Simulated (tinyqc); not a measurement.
Worked calculation: geometry optimisation on the LDA (VWN5)/sto-3g surface (energies and gradients from PySCF), for H3+, spin multiplicity 1. One step of it, computed by the program tinyqc.

Problem. Step 2: move. Steepest descent, p = -g / 0.6; steps longer than 0.5 bohr are cut back.

positions after step 1 (bohr), order 1H, 2H, 3H:
```
[[0.157074, -0.165424, -0.121873],
 [-0.039006, -0.063128, 1.721280],
 [-0.004684, 1.523015, 0.802435]]
```

gradient (hartree/bohr), order 1H, 2H, 3H:
```
[[-0.00020065, -0.00255431, 0.00287400],
 [0.00060190, 0.00591072, -0.00797193],
 [-0.00040135, -0.00335639, 0.00509788]]
```

Give: positions after step 2.

Solution.

positions after step 2 (bohr), order 1H, 2H, 3H:
```
[[0.157, -0.161, -0.127],
 [-0.040, -0.073, 1.735],
 [-0.004, 1.529, 0.794]]
```
